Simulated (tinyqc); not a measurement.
Which single mass stands for the valley: donor in an ellipsoidal valley (Kohn-Luttinger variational method). Computed by tinyqc, a small Python program. Command: `OMP_NUM_THREADS=1 python tinyqc.py 3020984 3020985 out.jsonl kohnlutt walk`. One thread of a shared host (Intel(R) Xeon(R) Processor @ 2.30GHz), about 0.04 s of CPU time with the checks.

H = -(d^2/dx^2 + d^2/dy^2) - gamma d^2/dz^2 - 2/r in units built on m_t, with gamma = m_t/m_l and z along the valley axis. One valley; no valley-orbit or central-cell term.

Inputs (values chosen for the exercise, modelled on 3C-SiC): transverse mass m_t = 0.244 m_0; longitudinal mass m_l = 0.66 m_0; dielectric constant eps = 9.95.

Constants: Ry = 13.605693123 eV; a_0 = 0.529177210903 angstrom.

Method:
- Ry* = Ry m_t/eps^2, a* = a_0 eps/m_t, gamma = m_t/m_l.
- Trial function exp(-sqrt((x^2 + y^2)/a^2 + z^2/b^2)) with beta = b/a < 1: E = t/a^2 - u/a, t = (2 + gamma/beta^2)/3, u = 2 arcsin(sqrt(1 - beta^2))/sqrt(1 - beta^2); the best a is 2 t/u and E(beta) = -u^2/(4 t).
- Golden-section search on beta from 0.05 to 0.999, 60 steps.
- Gaussian basis: g = P exp(-al (x^2 + y^2) - be z^2) with P = 1 (s-like), z (2p0) or x (2p+-); al = 0.004 x 2.6^k, k = 0..11, and be/al = 1, gamma^(-1/2) or 1/gamma (36 functions); 1/r = (2/sqrt(pi)) int exp(-t^2 r^2) dt by 48 Gauss-Legendre points after t = sqrt(al_i + al_j) tan(theta); overlap eigenvalues below 1e-10 are dropped.
- A hydrogenic level is Ry m/eps^2 for one mass m; errors are against the Gaussian basis.

gamma = 0.369697

1s binding energy, Gaussian basis = 45.3275 meV

1s binding energy, trial function = 45.3053 meV

1s binding energy:
```
rule                                      mass (m_0)  binding (meV)  error (%)
transverse mass                              0.24400         33.532     -26.02
conductivity mass 3/(2/m_t + 1/m_l)          0.30890         42.451      -6.34
density-of-states mass (m_t^2 m_l)^(1/3)     0.33997         46.721       3.08
longitudinal mass                            0.66000         90.702     100.10
trial function with a and b                        -         45.305      -0.05
mass that fits 1s                            0.32983         45.327       0.00
```

What follows from these numbers?

The conductivity mass, which is what a spherical trial function (a = b) gives, falls short by 6.3 %, as a restricted variational bound must; the density-of-states mass is off by +3.1 %. The mass that fits lies between the two.

Extremes, crossings and ranges named in words are read from the listed rows.
